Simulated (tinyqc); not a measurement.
Worked calculation: shallow acceptor in the spherical model (Baldereschi-Lipari), strong spin-orbit limit. Computed by tinyqc, a small Python program that keeps every step. Command: `OMP_NUM_THREADS=1 python tinyqc.py 3018883 3018884 out.jsonl acceptor walk`. One thread of a shared host (Intel(R) Xeon(R) Processor @ 2.30GHz), about 0.01 s of CPU time with the checks. Intermediate numbers are printed to about 6 digits and carried at full precision; extremes and crossings named in words are read from the listed rows.

The 1S(3/2) state has an s envelope f(r) and a d envelope g(r). In effective units they obey -(f'' + 2f'/r + 2f/r) + mu (g'' + 5g'/r + 3g/r^2) = E f and -(g'' + 2g'/r - 6g/r^2 + 2g/r) + mu (f'' - f'/r) = E g. The cubic term, the split-off band and the central cell are left out.

Inputs (values chosen for the exercise, modelled on GaP): Luttinger gamma_1 = 4.13; Luttinger gamma_2 = 0.497; Luttinger gamma_3 = 1.26; dielectric constant eps = 10.8; spin-orbit gap Delta_so = 77.9 meV; functions per channel n = 3; smallest exponent zeta_1 = 1.1 1/a*; ratio beta of exponents = 1.9.

Constants: Ry = 13.605693123 eV; a_0 = 0.529177210903 angstrom.

## Effective units and couplings

Ry* = Ry/(gamma_1 eps^2), a* = a_0 eps gamma_1, mu = (6 gamma_3 + 4 gamma_2)/(5 gamma_1), delta = (gamma_3 - gamma_2)/gamma_1; spherical masses 1/(gamma_1 (1 - mu)) (heavy) and 1/(gamma_1 (1 + mu)) (light).

Ry* = 28.2438 meV

a* = 23.6034 angstrom

mu = 0.462373

delta = 0.184746

heavy-hole mass = 0.450369 m_0

light-hole mass = 0.165574 m_0

Caution: gamma_3 and gamma_2 differ by more than 0.17 gamma_1: band warping, left out here, adds several per cent to the binding.

## Matrices in a small basis

zeta_i = zeta_1 beta^(i-1), i = 1..n, in both channels. Basis: f_i = exp(-zeta_i r), g_i = r exp(-zeta_i r), weight r^2 dr, s = zeta_i + zeta_j. S_ff = 2/s^3, H_ff = zeta_i zeta_j S_ff - 2/s^2; S_gg = 24/s^5, H_gg = 8/s^3 + 24 zeta_i zeta_j/s^5 - 12/s^4; H(f_i, g_j) = mu (6 zeta_i^2/s^4 + 2 zeta_i/s^3); S_fg = 0. Each function is normalised by sqrt(S_ii).

H (Ry*), rows f1, f2, f3, g1, g2, g3:
```
[[-0.99, -0.765428, -0.393678, 0.807527, 1.07263, 1.07809],
 [-0.765428, 0.1881, 1.92292, 1.56350, 2.91517, 3.87220],
 [-0.393678, 1.92292, 7.826841, 2.18735, 5.64423, 10.5238],
 [0.807527, 1.56350, 2.18735, 1.72333, 3.17986, 3.95936],
 [1.07263, 2.91517, 5.64423, 3.17986, 8.10223, 13.5967],
 [1.07809, 3.87220, 10.5238, 3.95936, 13.5967, 32.8230]]
```

S, rows f1, f2, f3, g1, g2, g3:
```
[[1.00000, 0.85907, 0.56008, 0.00000, 0.00000, 0.00000],
 [0.85907, 1.00000, 0.85907, 0.00000, 0.00000, 0.00000],
 [0.56008, 0.85907, 1.00000, 0.00000, 0.00000, 0.00000],
 [0.00000, 0.00000, 0.00000, 1.00000, 0.77633, 0.38055],
 [0.00000, 0.00000, 0.00000, 0.77633, 1.00000, 0.77633],
 [0.00000, 0.00000, 0.00000, 0.38055, 0.77633, 1.00000]]
```

## Lowest level in the small basis

H c = E S c with c^T S c = 1 and the largest component positive; the d weight is the part of the norm in g.

E = -1.24263 Ry*

coefficients: f1 0.717328, f2 0.289764, f3 -0.037940, g1 -0.269013, g2 -0.049740, g3 0.012344

d weight = 0.0922891

## Converged levels

Large basis: zeta_i = 0.08 x 1.55^(i-1), i = 1..20 in each channel; overlap eigenvalues below 1e-11 are dropped. Binding energies are -E Ry*; the mass that fits is E(1S) eps^2/Ry.

1S(3/2) binding in Ry* = 1.24367

1S(3/2) binding energy = 35.1259 meV

2S(3/2) binding energy = 9.56423 meV

d weight of 1S(3/2) = 0.0933774

Hydrogenic mass that fits = 0.301130 m_0

The small basis recovers 99.9 % of the binding. The ratio 2S/1S is 0.272 against the hydrogenic 0.25. The fitted mass is 67 % of the heavy-hole mass. Caution: the binding exceeds a fifth of the spin-orbit gap Delta_so, so the split-off band, left out, matters.

## One mass for the acceptor?

Hydrogenic binding Ry m/eps^2; the density-of-states mass is (m_H^(3/2) + m_L^(3/2))^(2/3); errors are against the large basis.

1S binding energy:
```
mass                     value (m_0)  binding (meV)  error (%)
light hole                  0.165574        19.3137   -45.0158
1/gamma_1                   0.242131        28.2438   -19.5926
mean of heavy and light     0.307972        35.9239     2.2720
heavy hole                  0.450369        52.5342    49.5599
density of states           0.515030        60.0766    71.0325
```

The coupled result, 35.13 meV, lies between the 1/gamma_1 value (no coupling) and the heavy-hole value; the closest single rule here is "mean of heavy and light", off by +2.3 %.

## Binding against mu

The formulas are those given above.

1S(3/2):
```
mu    binding (Ry*)  d weight  binding x (1 - mu)
0.10        1.00907  0.004236            0.908167
0.14        1.01796  0.008315            0.875445
0.28        1.07637  0.033555            0.774984
0.46        1.24051  0.092391            0.669875
0.50        1.29854  0.109789            0.649270
0.80        2.58020  0.298280            0.516040
0.90        4.76833  0.388180            0.476833
0.95        9.14465  0.440016            0.457233
```

The binding grows from 1.009 to 9.14 Ry*, slowly at first (second order in mu), while the d weight rises to 0.44. The last column, the binding in units of the heavy-hole Rydberg, falls to 0.457, towards about 0.44 as mu tends to 1.

Checks made by the program: mu = 0 against hydrogen, 1 and 1/4 (relative difference 4e-06); the coupling element from the adjoint operator (relative difference below 1e-10).
